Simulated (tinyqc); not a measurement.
Thickness series: Landau-Devonshire theory of a uniaxial ferroelectric. Computed by tinyqc, a small Python program. Command: `OMP_NUM_THREADS=1 python tinyqc.py 3000249 3000250 out.jsonl ferro walk`. One thread of a shared host (Intel(R) Xeon(R) Processor @ 2.30GHz), about 0.01 s of CPU time with the checks.

G(P) = (alpha/2) P^2 + (beta*/4) P^4 + (gamma/6) P^6 - E P per volume, SI units, one domain, P along the polar axis.

Inputs (values chosen for the exercise, for a model ferroelectric):

| quantity | value | unit |
|---|---|---|
| alpha_0 | 1.27e+06 | J m/(C^2 K) |
| Curie-Weiss temperature T0 | 410 | K |
| beta | -3.9e+08 | J m^5/C^4 |
| gamma | 2.4e+09 | J m^9/C^6 |
| temperature T | 314 | K |
| film thickness d | 23 | nm |
| screening length lambda | 0.017 | nm |
| background permittivity eps_b | 20 | - |
| series capacitance C_d | 2.7 | microfarad/cm^2 |

Sample: free crystal.

Constants: eps_0 = 8.8541878128e-12 F/m.

Method:
- alpha = alpha_0 (T - T0*), T0* = T0, beta* = beta.
- Ps^2 = [-beta* + sqrt(beta*^2 - 4 alpha gamma)]/(2 gamma).
- chi = 1/(eps_0 G''), G'' = alpha + 3 beta* P^2 + 5 gamma P^4 at Ps. Ps, chi and the coercive field are for perfect screening, without a depolarising field. The intrinsic coercive field is |alpha P + beta* P^3 + gamma P^5| at the P_c where G'' = 0. 1 C/m^2 = 100 microcoulomb/cm^2.
- Between shorted electrodes with screening length lambda each, the depolarising field is -k P, k = 2 lambda/(eps_0 (d + 2 lambda eps_b)), so alpha turns into alpha + k.
- The polar state is the lowest uniform state while alpha + k < 0 (beta* > 0) or < 3 beta*^2/(16 gamma) (beta* < 0); setting the equality gives the critical thickness d_c.
- Domains are left out, though they can pre-empt both the loss of P and the state at P = 0. The second and third columns are for the shorted capacitor, polar only where it is the lowest uniform state: alpha + k < 0 (beta* > 0) or < 3 beta*^2/(16 gamma) (beta* < 0). The last column is another circuit, the film in series with C_d at P = 0: 1/C = (alpha d)/(1 + alpha eps_0 eps_b) + 1/C_d, and P = 0 is locally stable while 1/C > 0; a dash marks the rest.

alpha = -1.21920e+08 J m/C^2

beta* = -3.90e+08 J m^5/C^4

critical thickness d_c = 28.0189 nm

spontaneous polarisation Ps = 56.6424 microcoulomb/cm^2

Against thickness:

| d (nm) | P (microcoulomb/cm^2) | depolarising field (MV/m) | C of the stack / C_d |
|---|---|---|---|
| 1 | 0.000 | 0.000 | 1.0034 |
| 2 | 0.000 | 0.000 | 1.0068 |
| 3 | 0.000 | 0.000 | 1.0102 |
| 5 | 0.000 | 0.000 | 1.0171 |
| 8 | 0.000 | 0.000 | 1.0277 |
| 15 | 0.000 | 0.000 | 1.0531 |
| 30 | 39.206 | 49.071 | 1.1123 |
| 60 | 50.736 | 32.107 | 1.2529 |
| 150 | 54.548 | 13.901 | 2.0189 |

What does the comparison show, and why?

The polar state appears between 15 and 30 nm (d_c = 28.0 nm), and at 150 nm P is 96.3 % of Ps. The stack exceeds C_d wherever it is stable, up to 2.02 times: the ferroelectric held at P = 0 acts as a negative capacitance.

Extremes, crossings and ranges named in words are read from the listed rows.
